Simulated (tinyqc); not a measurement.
# FinFET, parasitic resistance, capacitance and delay, step by step

Computed by the program tinyqc: `OMP_NUM_THREADS=1 python tinyqc.py 2170033 2170034 out.jsonl`, one thread of a shared Intel Xeon 2.30GHz, about 0.02 s for the whole run. Printed values are rounded.

Nf fins under one contact; each has gated perimeter p = 2 Hf + Wf and cross-section A = Hf Wf; contact width Wc = Nf pf, stack height Hs = Hf. Contact length Lc = CPP - Lg - 2 Lsp, shared by two neighbouring gates. Source and drain sides are equal. The formulas are first-order estimates, not field solutions.

Values chosen for this exercise; values close to those of silicon logic devices:
- T = 300 K (temperature)
- Nf = 2 (number of fins)
- Hf = 35 nm (fin height)
- Wf = 6 nm (fin width)
- pf = 30 nm (fin pitch)
- CPP = 51 nm (contacted gate pitch)
- Lg = 14 nm (gate length)
- Lsp = 8 nm (spacer length)
- ks = 4.5 (relative permittivity of the spacer)
- Hc = 20 nm (gate height above the channel stack)
- rc = 1.1e-9 ohm cm^2 (contact resistivity)
- re = 0.00028 ohm cm (resistivity of the source-drain epitaxy)
- te = 15 nm (current-carrying depth of the epitaxy)
- rx = 0.00064 ohm cm (resistivity of the extension)
- Lov = 2 nm (gate overlap)
- Cinv = 2.9 uF/cm^2 (inversion capacitance)
- vx = 9.3e6 cm/s (injection velocity)
- mu = 130 cm^2/(V s) (apparent mobility)
- VT = 0.3 V (threshold at zero drain voltage)
- dl = 0.068 V/V (barrier lowering)
- n = 1.11 (subthreshold factor)
- Cw = 0.12 fF (wire load)
- Vdd = 0.6 V (supply voltage)

Constants: q = 1.602176634e-19 C, kB = 1.380649e-23 J/K, eps0 = 8.8541878128e-12 F/m, Vt = kB T/q. Results are converted to the units shown.

## Geometry and resistances

Epitaxy sheet resistance Rsh = re/te, transfer length LT = sqrt(rc/Rsh), contact Rc = [sqrt(rc Rsh)/Wc] coth(Lc/(2 LT)); extension of one fin Rx = rx Lsp/A. Effective width N p; for equal currents one side has Rc + Rx/N.

Lc = 21 nm
effective width = 152 nm
Rsh = 186.667 ohm
LT = 24.2752 nm
Rc = 185.359 ohm
Rx = 243.810 ohm
one side times effective width = 46.7040 ohm um

Lc/2 is 0.43 transfer lengths, and Rc is 6.2 % above the area limit rc/(Wc Lc/2). The contact makes up 60.3 % of one side.

## Capacitances

With N fins: gate Cg = Cinv p N Lg; per side, plate Cp = ks eps0 [Wc (Hs + Hc) - N A]/Lsp, top fringe Cf = (2/pi) ks eps0 Wc ln(1 + Lg/(2 Lsp)), overlap Co = Cinv p N Lov. Cs = Cp + Cf + Co. An inverter of two such devices driving an equal one has the load CL = 2 (Cg + 2 Cs) + 4 Cs + Cw (its own drains counted twice for the Miller effect).

Cg = 61.7120 aF
Cp = 14.3438 aF
Cf = 0.956694 aF
Co = 8.816 aF
CL = 436.356 aF

The channel capacitance gives 28.3 % of CL, the parasitic parts 44.2 % and the wire 27.5 %.

## Iteration 1: fin currents at Vgs = Vdd, Vds = Vdd/2

I at the start (uA): fin 1 0, fin 2 0

One fin: I = p Q vx u/(1 + |u|^1.8)^(1/1.8), Q = Cinv n Vt ln(1 + exp((Vg' - VT + dl Vd')/(n Vt))), u = Vd' mu/(vx Lg), Vg' = Vgs - v, Vd' = Vds - 2 v, with the drop on each side v = Rc (sum of I) + Rx I. I(new) = I(out).

drop v (mV): fin 1 0, fin 2 0
I(out) (uA): fin 1 61.0982, fin 2 61.0982
I after iteration 1 (uA): fin 1 61.0982, fin 2 61.0982

## Iteration 2: fin currents at Vgs = Vdd, Vds = Vdd/2

As before.

drop v (mV): fin 1 37.5465, fin 2 37.5465
I(out) (uA): fin 1 50.6742, fin 2 50.6742
I after iteration 2 (uA): fin 1 50.6742, fin 2 50.6742

## Course of the iteration: fin currents at Vgs = Vdd, Vds = Vdd/2

Stop when the largest change of I is below 1e-6 uA, or after 80 iterations.

Course of the iteration:
```
iteration	total I (uA)	largest |change| of one entry (uA)
1	122.196	61.1
2	101.348	10.4
3	105.055	1.85
4	104.402	0.327
5	104.517	0.0577
6	104.497	0.0102
7	104.500	1.80e-3
8	104.500	3.17e-4
9	104.500	5.60e-5
10	104.500	9.88e-6
11	104.500	1.74e-6
12	104.500	3.08e-7
```

Converged in 12 iterations. At the end each change is about 0.18 times the one before: linear convergence.

## Effective current, delay and energy

IH = I(Vdd, Vdd/2) = 104.500 uA
IL = I(Vdd/2, Vdd), solved likewise = 16.9688 uA

Ieff = (IH + IL)/2, delay CL Vdd/(2 Ieff), energy CL Vdd^2, with CL the load of an inverter that drives an equal one.

Ieff = 60.7342 uA
delay = 2.15540 ps
energy = 157.088 aJ

Without any series resistance Ieff would be 70.5 uA, so the resistances cost 13.9 %.
